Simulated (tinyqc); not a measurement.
Doping from two capacitances.

Question. An abrupt p-n junction obeys 1/C^2 = 2 (Vbi - V)/(q eps0 eps_r Ne), Ne = Na Nd/(Na + Nd), Vbi = Vt ln(Na Nd/ni^2), V the bias of the p side. Na is known to be the larger doping. Find Ne, Vbi, Na and Nd.

Values chosen for this exercise:
- T = 300 K (temperature)
- eps_r = 9.42 (relative permittivity)

Constants: q = 1.602176634e-19 C, kB = 1.380649e-23 J/K, Vt = kB T/q, eps0 = 8.8541878128e-14 F/cm where lengths are in cm. Results are converted to the units shown.

C at V = -0.1 and -2.5 V (nF/cm^2): [29.466387, 22.405431]
ni = 4.1648167e-10 cm^-3

Answer. The slope of 1/C^2 against -V gives Ne and its intercept Vbi. Then Na Nd = ni^2 exp(Vbi/Vt) and Na + Nd = Na Nd/Ne, so both are roots of one quadratic.

Ne = 4.275e16 cm^-3
Vbi = 3.189 V
Na = 1.500e18 cm^-3
Nd = 4.400e16 cm^-3

tinyqc, about 0.02 s, one thread, Intel Xeon 2.30GHz (shared host): `OMP_NUM_THREADS=1 python tinyqc.py 2000091 2000092 out.jsonl`
